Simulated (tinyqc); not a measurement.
# Area and perimeter leakage from two diodes

Inverse problem. A square diode and a finger diode leak I = JA area + JP perimeter. Find JA, JP and the side of the square at which both parts are equal.

areas (um^2): [90000, 96000]
perimeters (um): [1200, 19680]
leakage currents (pA): [0.1884, 0.60576000]

Answer. Two linear equations give JA and JP; for a square of side a, JA a^2 = 4 JP a at a = 4 JP/JA.

JA = 1.800e-10 A/cm^2
JP = 2.200e-13 A/cm
side for equal parts = 48.89 um

Computed by the program tinyqc: `OMP_NUM_THREADS=1 python tinyqc.py 2290023 2290024 out.jsonl`, one thread of a shared Intel Xeon 2.30GHz, about 0.01 s for the whole run.
